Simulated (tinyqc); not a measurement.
Printed widths: electron-beam lithography: double-Gaussian proximity function, edge placement and dose correction for parallel lines. Computed by tinyqc, a small Python program. Command: `OMP_NUM_THREADS=1 python tinyqc.py 3110422 3110423 out.jsonl proximity walk`. One thread of a shared host (Intel(R) Xeon(R) Processor @ 2.30GHz), about 0.01 s of CPU time with the checks.

Lines are infinitely long. Absorbed energy is counted so that the middle of a very large area written at dose 1 receives 1; the resist develops where it exceeds 1/2.

Inputs (values chosen for the exercise, of the order of those for 30 keV electrons in resist on silicon): forward range alpha = 0.013 micrometre; backscatter range beta = 4.5 micrometre; backscatter ratio eta = 0.47.

line widths (micrometre): [0.11, 0.051, 0.052, 0.044]

gaps between the lines (micrometre): [0.12, 1.7, 0.63]

Method:
- The first line starts at x = 0; each next one starts after the width and the gap.
- f(r) = [exp(-r^2/alpha^2)/alpha^2 + eta exp(-r^2/beta^2)/beta^2]/(pi (1 + eta)). A line from a to b at dose d gives E(x) = d [S(alpha) + eta S(beta)]/(1 + eta), S(s) = [erf((b - x)/s) - erf((a - x)/s)]/2.
- M_ij is the mean of E at the two edges of line i from line j at dose 1.
- Uncorrected edge energies are M 1. Solve M d = 1/2 for the doses d that put the mean edge energy of every line at the threshold.
- Edges are the roots of E(x) = 1/2 between a line centre and the middle of the next gap. Three cases: dose 1 everywhere; one common dose equal to the mean of d; the corrected doses.

Lines (micrometre):
```
line  left edge  right edge  centre
1         0.000       0.110  0.0550
2         0.230       0.281  0.2555
3         1.981       2.033  2.0070
4         2.663       2.707  2.6850
```

corrected doses: 1 1.43033, 2 1.42981, 3 1.43121, 4 1.43439

Width error, printed less drawn (nm):
```
line  drawn width (nm)   dose 1  mean dose  corrected
1                  110  -10.778   0.017974          0
2                   51  -10.768   0.026449          0
3                   52  -10.795   0.003726          0
4                   44  -10.856  -0.047534          0
```

With the common mean dose the errors span 0.1 nm. With corrected doses the largest error is below 0.01 nm.

Extremes, crossings and ranges named in words are read from the listed rows.
